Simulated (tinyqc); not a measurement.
Trap density from the barrier height.

Problem. In a partly depleted grain with all boundary traps filled, 2 N W = Qt and VB = q N W^2/(2 eps0 eps_r). Find Qt, W and the doping at which VB would equal Vt.

Inputs (values chosen for the exercise): temperature T = 400 K; relative permittivity eps_r = 11.7.

Constants: q = 1.602176634e-19 C, kB = 1.380649e-23 J/K, Vt = kB T/q, eps0 = 8.8541878128e-14 F/cm where lengths are in cm. Results are converted to the units shown.

doping = 1e18 cm^-3
barrier height = 0.069789971 V

Answer. Eliminating W gives VB = q Qt^2/(8 eps0 eps_r N), which falls as 1/N.

Qt = 1.90e12 cm^-2
W = 9.50 nm
doping for VB = Vt = 2.02e18 cm^-3

Numbers from tinyqc (`OMP_NUM_THREADS=1 python tinyqc.py 2830243 2830244 out.jsonl`; about 0.01 s on one thread of a shared Intel Xeon 2.30GHz).
